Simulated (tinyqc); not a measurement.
# Worked calculation: Joule-heated wire on a substrate, fin equation

Program tinyqc, `OMP_NUM_THREADS=1 python tinyqc.py 2520128 2520129 out.jsonl`; Intel Xeon 2.30GHz, shared host, one thread, about 0.01 s. Printed values are rounded.

A wire of length L loses heat along itself to two contacts and sideways to the substrate: kap A theta'' - g theta + p = 0 with theta = T - T0 and p = p0. The ends are held at T0. Constant conductivity, diffusive heat flow.

Inputs (values chosen for the exercise): temperature of substrate and contacts T0 = 350 K; conductivity along the wire kap = 160 W/(m K); cross-section A = 3600 nm^2; conductance per length to the substrate g = 0.31 W/(m K); length between the contacts L = 7000 nm; thermal resistance of each contact Rc = 0 K/uW; heating per length p0 = 0.057 uW/nm.

## Healing length

LH = sqrt(kap A/g); far from the contacts uniform heating p0 would give theta = p0/g.

LH = 1363.108 nm
L/LH = 5.135322
p0/g = 183.8710 K

## The tridiagonal system

Nodes x_i = i h, h = L/12; box widths w_i = h (h/2 at the ends); c = kap A/h; equation of node i: -c theta_(i-1) + d_i theta_i - c theta_(i+1) = b_i with d_i = 2 c + g w_i, b_i = p(x_i) w_i; theta = 0 at the end nodes.

c = 0.9874286 uW/K

```
node  d (uW/K)  b (uW)
1     2.155690   33.25
2     2.155690   33.25
3     2.155690   33.25
4     2.155690   33.25
5     2.155690   33.25
6     2.155690   33.25
7     2.155690   33.25
8     2.155690   33.25
9     2.155690   33.25
10    2.155690   33.25
11    2.155690   33.25
```

## Temperature rise

Solve -c theta_(i-1) + d_i theta_i - c theta_(i+1) = b_i for nodes 1 to 11, with theta = 0 at nodes 0 and 12.

theta, node 0 to 12 (K): 0.0000  62.6526  103.1058  128.7681  144.3391  152.6703  155.2876  152.6703  144.3391  128.7681  103.1058  62.6526  0.0000

The hottest node is 6, at 155.3 K above T0; a mesh of 800 steps gives a peak of 155.8 K, so the coarse value is 0.34 % below it. On the fine mesh 61.5 % of the heat leaves through the substrate and the rest through the contacts.

## Closed form at the middle

theta(L/2) = (p0/g)[1 - 1/(cosh(L/(2 LH)) + Rc g LH sinh(L/(2 LH)))], LH = sqrt(kap A/g).

theta(L/2) = 155.8248 K
